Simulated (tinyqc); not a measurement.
# Changing the pair distance r

Model: hydrogenic impurity: series, fields, screening, photoionisation and donor-acceptor pairs. Computed by tinyqc, a small Python program. Command: `OMP_NUM_THREADS=1 python tinyqc.py 3015151 3015152 out.jsonl hydrogenic sweep`. One thread of a shared host (Intel(R) Xeon(R) Processor @ 2.30GHz), about 0.01 s of CPU time with the checks.

One isotropic, parabolic band. Effective units: Ry* and a*, in which H = -nabla^2 - 2/r.

Inputs (values chosen for the exercise, modelled on InP):

| quantity | value | unit |
|---|---|---|
| electron mass m | 0.08 | m_0 |
| dielectric constant eps | 12.4 | - |
| gap E_g | 1.45 | eV |
| acceptor depth E_A | 39.4 | meV |
| rate prefactor W_0 | 1.4e+08 | 1/s |

Parts treated: screening and pairs.

Constants: Ry = 13.605693123 eV; a_0 = 0.529177210903 angstrom; h x 1 THz = 4.135667696 meV; e^2/(4 pi eps_0) = 14.39964548 eV angstrom.

Method. Ry* = Ry m/eps^2, a* = a_0 eps/m; level n is bound by Ry*/n^2; <r> = (3/2) a* in 1s; lines 1s -> np at Ry* (1 - 1/n^2); 1 THz = 4.135667696 meV. No-phonon line h nu(r) = E_g - Ry* - E_A + e^2/(4 pi eps_0 eps r); rate W(r) = W_0 exp(-2 r/a*), the donor being the shallower centre; lifetime 1/W; zero field.

One run for each value:

| pair distance r (angstrom) | Coulomb term (meV) | photon energy (eV) | lifetime (s) |
|---|---|---|---|
| 120 | 9.6772 | 1.4132 | 1.3324e-07 |
| 160 | 7.2579 | 1.4108 | 3.5336e-07 |
| 200 | 5.8063 | 1.4093 | 9.3713e-07 |
| 260 | 4.4664 | 1.4080 | 4.0474e-06 |
| 340 | 3.4155 | 1.4069 | 2.8468e-05 |
| 430 | 2.7006 | 1.4062 | 2.5552e-04 |
| 560 | 2.0737 | 1.4056 | 6.0824e-03 |
| 720 | 1.6129 | 1.4051 | 3.0090e-01 |

Describe and explain the trends.

Over the rows, Coulomb term (meV) falls from 9.68 to 1.61 (exponent d ln y / d ln x about -1.0 throughout); photon energy (eV) falls from 1.413 to 1.405 (exponent d ln y / d ln x -0.0060 between the first rows and -0.0013 between the last); lifetime (s) rises from 1.33e-7 to 0.301 (exponent d ln y / d ln x 3.4 between the first rows and 16 between the last). The Coulomb term of the ionised pair falls as 1/r while the overlap, and so the rate, falls exponentially.

Caution (rows 120, 160): below about two Bohr radii overlap and polarisation terms, left out here, lower the energy.
